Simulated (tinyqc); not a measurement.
Inside a calculation. Model: AlGaN/GaN HEMT with access regions, lumped model.

Numbers from tinyqc (`OMP_NUM_THREADS=1 python tinyqc.py 2570025 2570026 out.jsonl`; about 0.01 s on one thread of a shared Intel Xeon 2.30GHz). Printed values are rounded.

A polarisation-induced electron sheet under a Schottky gate, in series with two ungated access regions and contacts. Drift law v = mu E/(1 + mu E/vs) under the gate. Currents in mA/mm, resistances in ohm mm. No self-heating, no channel-length modulation; fits for polarisation, barrier and offset are chosen for the exercise.

Parameters, values chosen for the exercise; values close to those of AlGaN/GaN structures:

| symbol | value | unit | meaning |
|---|---|---|---|
| x | 0.35 |  | aluminium share of the barrier |
| d | 18 | nm | barrier thickness |
| eps_r | 9.4 |  | relative permittivity of barrier and channel |
| mu | 1700 | cm^2/(V s) | channel mobility |
| vs | 1.1e7 | cm/s | saturation velocity |
| Lg | 1.5 | um | gate length |
| Ls | 1 | um | source access length |
| Ld | 12 | um | drain access length |
| Rc | 0.35 | ohm mm | resistance of each contact |
| ft | 0.38 |  | share of the drain-access electrons removed by traps |
| Vg | -1 | V | gate voltage |
| Vd | 0.5 | V | drain voltage |
| Ec | 3.2 | MV/cm | critical field |
| te | 0.49 | um | depth over which the depleted charge spreads |
| tf | 50 | nm | insulator under the field plate |
| ei | 3.9 |  | relative permittivity of that insulator |

Constants: q = 1.602176634e-19 C, eps0 = 8.8541878128e-14 F/cm where lengths are in cm. Results are converted to the units shown.

## Polarisation charge, threshold and sheet resistance

sigma = (5e13 x + 1.6e13 x^2) cm^-2, phiB = 0.84 + 1.3 x, dEc = 0.7 (1.71 x + x^2) in volts, Cb = eps0 eps_r/d, VT = phiB - dEc - q sigma/Cb, access density n0 = -Cb VT/q. Rsh = 1/(q mu n0); largest access current q n0 vs.

sigma = 1.946e13 cm^-2
Cb = 0.4623854 uF/cm^2
VT = -5.952638 V
n0 = 1.717921e13 cm^-2
Rsh = 213.7162 ohm
q n0 vs = 3027.654 mA/mm

## Iteration 1: drain current

I at the start = 73 mA/mm

Access resistance R(L, n) = L/(q mu n sqrt(1 - (I/(q n vs))^2)); Rs = Rc + R(Ls, n0), Rd = Rc + R(Ld, (1 - ft) n0). Vg' = Vg - I Rs, Vd' = Vd - I (Rs + Rd); with u = Vg' - VT, Vc = vs Lg/mu and w the smaller of Vd' and Vc [sqrt(1 + 2 u/Vc) - 1] (0 if negative), the channel gives (mu Cb/Lg)(u w - w^2/2)/(1 + w/Vc). I(new) = I + 0.1 (channel current - I).

Rs = 0.5637784 ohm mm
Rd = 4.489575 ohm mm
Vg' = -1.041156 V
Vd' = 0.1311052 V
channel current = 293.3141 mA/mm
I after iteration 1 = 95.03141 mA/mm

## Iteration 2: drain current

As before.

Rs = 0.5638216 ohm mm
Rd = 4.491754 ohm mm
Vg' = -1.053581 V
Vd' = 0.01956145 V
channel current = 49.12941 mA/mm
I after iteration 2 = 90.44121 mA/mm

## Course of the iteration: drain current

Stop when I changes by less than 1e-6 mA/mm, or after 60 iterations. I must stay below q (1 - ft) n0 vs.

Course of the iteration:
```
iteration	I (mA/mm)	|change| (mA/mm)
1	95.03141	22.0
2	90.44121	4.59
3	91.88382	1.44
4	91.46067	0.423
5	91.58761	0.127
6	91.54978	0.0378
7	91.56108	0.0113
8	91.55770	3.37e-3
9	91.55871	1.01e-3
10	91.55841	3.00e-4
11	91.55850	8.97e-5
12	91.55847	2.68e-5
13	91.55848	7.99e-6
14	91.55848	2.38e-6
15	91.55848	7.12e-7
```

Converged in 15 iterations. At the end each change is about 0.30 times the one before, with alternating sign: linear convergence. Of Vd, 7.43 % reaches the channel; the access current is 4.9 % of its limit.

## On-resistance and breakdown

sigma = (5e13 x + 1.6e13 x^2) cm^-2, phiB = 0.84 + 1.3 x, dEc = 0.7 (1.71 x + x^2) in volts, Cb = eps0 eps_r/d, VT = phiB - dEc - q sigma/Cb, access density n0 = -Cb VT/q. Ron = 2 Rc + Ls/(q mu n0) + Ld/(q mu (1 - ft) n0) + Lg/(mu Cb (Vg - VT)). Off state: a depleted stretch that holds the voltage V has the peak field sqrt(k V), k = 2 q n0/(eps0 eps_r te), so one edge holds V1 = Ec^2/k. The sheet under the plate pinches off at Vf = q n0 (1/Cb + tf/(eps0 ei)); beyond it the gate edge is screened. BV = V1 if Vf >= V1, else Vf + V1, and at most Ec Ld. Specific resistance Ron (Ls + Lg + Ld); figure of merit BV^2 over it.

Ron = 5.435462 ohm mm
Vf = 45.80648 V
V1 = 75.86284 V
BV = 121.6693 V
specific resistance = 0.7881420 mohm cm^2
figure of merit = 18.78269 MW/cm^2

The plate raises BV by a factor of 1.60.
